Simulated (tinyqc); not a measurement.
Inside a calculation. Method: Jacobi rotations on a symmetric matrix. One step of it, computed by the program tinyqc.

Question. Jacobi rotation 3. Take the largest off-diagonal element A_pq; tan 2 theta = 2 A_pq / (A_qq - A_pp) with |theta| <= pi/4; A' = J^T A J with J_pp = J_qq = cos, J_pq = sin, J_qp = -sin.

A', lower triangle:
```
           1         2         3
1  -0.257838
2   0.007915  1.890162
3   0.000000  0.090390  1.933676
```

Give: p, q, theta; A'.

Answer.

p, q, theta (rad): 2.000  3.000  0.667

A', lower triangle:
```
        1      2      3
1  -0.258
2   0.006  1.819
3   0.005  0.000  2.005
```
